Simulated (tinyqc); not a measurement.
Model-solid line-up of a strained alloy layer on a substrate: one step. Strained band edges. Four cases, with inputs chosen for the exercise.

Task: Give the hydrostatic shifts, the strain block and the edges.

Strained edges: Ec + ac tr(e); the valence edges are Ev plus the levels of the 6 x 6 matrix of X, Y, Z times spin with -Dso/3 + l exx + m (eyy + ezz) on the diagonal (cyclic), n exy off it, l = av + 2 b, m = av - b, n = sqrt(3) d. Spin-orbit term (Dso/3) L.sigma on X, Y, Z with (L_k)_ij = -i epsilon_kij: <X+|H|Y+> = -i Dso/3, <X+|H|Z-> = Dso/3, <Y+|H|Z-> = -i Dso/3, <Z+|H|X-> = -Dso/3, <Z+|H|Y-> = i Dso/3, <X-|H|Y-> = i Dso/3, and their conjugates; + and - are the spin along z.

Give: ac tr(e), av tr(e); strain block; Ec and the three valence edges from the top; strained gap.

Case 1.

Alloy at x (a in angstrom, C11, C12, C44 in GPa, all else in eV):
```
symbol       value
a         5.510070
Eg        2.432052
Dso       0.162460
Ev       -1.102628
ac       -7.834500
av        1.536400
b        -1.737100
d        -4.639600
C11     134.206000
C12      60.333000
C44      67.952000
```

strain tensor in the cubic axes, rows x, y, z and columns alike:
```
[[0.02466938, 0.00000000, 0.00000000],
 [0.00000000, 0.02466938, 0.00000000],
 [0.00000000, 0.00000000, -0.02218049]]
```

Result:

ac tr(e), av tr(e) (eV): [-0.2128, 0.0417]

strain block (eV), rows X, Y, Z and columns alike:
```
[[-0.0397, 0, 0],
 [0, -0.0397, 0],
 [0, 0, 0.2045]]
```

Ec and the three valence edges from the top (eV): [1.1167, -0.9338, -1.1423, -1.2691]

strained gap = 2.0504 eV

Strain moves the gap by -382 meV: -254 meV from the volume and -127 meV from the splitting of the valence edge, which always raises the top.

Case 2.

Alloy at x (a in angstrom, C11, C12, C44 in GPa, all else in eV):
```
symbol       value
a         5.894900
Eg        0.844443
Dso       0.573880
Ev       -0.174182
ac       -7.318000
av        0.970200
b        -1.998400
d        -4.758400
C11     103.918000
C12      47.574000
C44      50.628000
```

strain tensor in the cubic axes, rows x, y, z and columns alike:
```
[[0.01429489, -0.01405165, -0.01405165],
 [-0.01405165, 0.01429489, -0.01405165],
 [-0.01405165, -0.01405165, 0.01429489]]
```

Result:

ac tr(e), av tr(e) (eV): [-0.3138, 0.0416]

strain block (eV), rows X, Y, Z and columns alike:
```
[[0.0416, 0.1158, 0.1158],
 [0.1158, 0.0416, 0.1158],
 [0.1158, 0.1158, 0.0416]]
```

Ec and the three valence edges from the top (eV): [0.3564, 0.0202, -0.2484, -0.7434]

strained gap = 0.3363 eV

Strain moves the gap by -508 meV: -355 meV from the volume and -153 meV from the splitting of the valence edge, which always raises the top.

Case 3.

Alloy at x (a in angstrom, C11, C12, C44 in GPa, all else in eV):
```
symbol       value
a         5.611320
Eg        1.795660
Dso       0.278430
Ev       -0.908100
ac       -7.455500
av        1.299600
b        -1.920300
d        -4.737800
C11     126.193000
C12      58.127000
C44      62.146000
```

strain tensor in the cubic axes, rows x, y, z and columns alike:
```
[[0.00885353, 0.00000000, 0.00000000],
 [0.00000000, 0.00885353, 0.00000000],
 [0.00000000, 0.00000000, -0.00815622]]
```

Result:

ac tr(e), av tr(e) (eV): [-0.0712, 0.0124]

strain block (eV), rows X, Y, Z and columns alike:
```
[[-0.0203, 0, 0],
 [0, -0.0203, 0],
 [0, 0, 0.0777]]
```

Ec and the three valence edges from the top (eV): [0.8164, -0.8563, -0.9284, -1.1808]

strained gap = 1.6727 eV

Strain moves the gap by -123 meV: -84 meV from the volume and -39 meV from the splitting of the valence edge, which always raises the top.

Case 4.

Alloy at x (a in angstrom, C11, C12, C44 in GPa, all else in eV):
```
symbol      value
a        6.203250
Eg       0.232855
Dso      0.530300
Ev      -0.310063
ac      -5.801500
av       0.776000
b       -1.890000
d       -3.959000
C11     77.620000
C12     42.730000
C44     36.810000
```

strain tensor in the cubic axes, rows x, y, z and columns alike:
```
[[-0.02454359, 0.00000000, 0.00000000],
 [0.00000000, -0.02454359, 0.00000000],
 [0.00000000, 0.00000000, 0.02702261]]
```

Result:

ac tr(e), av tr(e) (eV): [0.1280, -0.0171]

strain block (eV), rows X, Y, Z and columns alike:
```
[[0.0803, 0, 0],
 [0, 0.0803, 0],
 [0, 0, -0.2120]]
```

Ec and the three valence edges from the top (eV): [0.0508, -0.2297, -0.3845, -0.8976]

strained gap = 0.2805 eV

Strain moves the gap by +48 meV: +145 meV from the volume and -97 meV from the splitting of the valence edge, which always raises the top.

Computed by tinyqc, one run a case: `OMP_NUM_THREADS=1 python tinyqc.py N N+1 out.jsonl` with N = 1051544, 1051553, 1051580, 1080084; one thread of a shared Intel(R) Xeon(R) Processor @ 2.30GHz, about 0.02 s a run at most.
